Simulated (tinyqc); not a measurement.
Carrier lifetime of an n-type layer with SRH, radiative, Auger and surface recombination: one step of the calculation.

Uniform excess density dn = dp (no trapping), n = n0 + dn, p = p0 + dn, Boltzmann statistics, full ionisation. Surfaces enter as a rate 2 S dn/d, which holds while diffusion to them is fast.

Problem. New dn. With e = n p - ni^2 = dn (n0 + p0 + dn): U_SRH = e/(tp0 (n + n1) + tn0 (p + p1)), U_rad = B e, U_Aug = (Cn n + Cp p) e, U_s = 2 S dn/d. Substitution: tau = dn/U with U the sum, dn(new) = G tau.

Parameters, values chosen for the exercise; band and dielectric values close to those of silicon:

| symbol | value | unit | meaning |
|---|---|---|---|
| B | 4.69e-15 | cm^3/s | radiative coefficient |
| Cn | 2.4e-31 | cm^6/s | Auger coefficient (two electrons) |
| Cp | 1.7e-31 | cm^6/s | Auger coefficient (two holes) |
| S | 800 | cm/s | surface recombination velocity (both faces) |
| d | 6 | um | sample thickness |
| G | 2.7e23 | cm^-3 s^-1 | generation rate |

dn at the start = 4e17 cm^-3
n0 = 9.5000018e14 cm^-3
p0 = 1.7752605e8 cm^-3
n1 = 7.9469288e9 cm^-3
p1 = 2.1222007e13 cm^-3
tn0 = 0.011904762 s
tp0 = 0.041666667 s

Wanted: U_SRH; U_rad; U_Aug; U_s; tau; dn after iteration 1.

Solution.

U_SRH = 7.471e18 cm^-3 s^-1
U_rad = 7.522e20 cm^-3 s^-1
U_Aug = 2.634e22 cm^-3 s^-1
U_s = 1.067e24 cm^-3 s^-1
tau = 3.657e-7 s
dn after iteration 1 = 9.874e16 cm^-3

Numbers from tinyqc (`OMP_NUM_THREADS=1 python tinyqc.py 2300065 2300066 out.jsonl`; about 0.01 s on one thread of a shared Intel Xeon 2.30GHz).
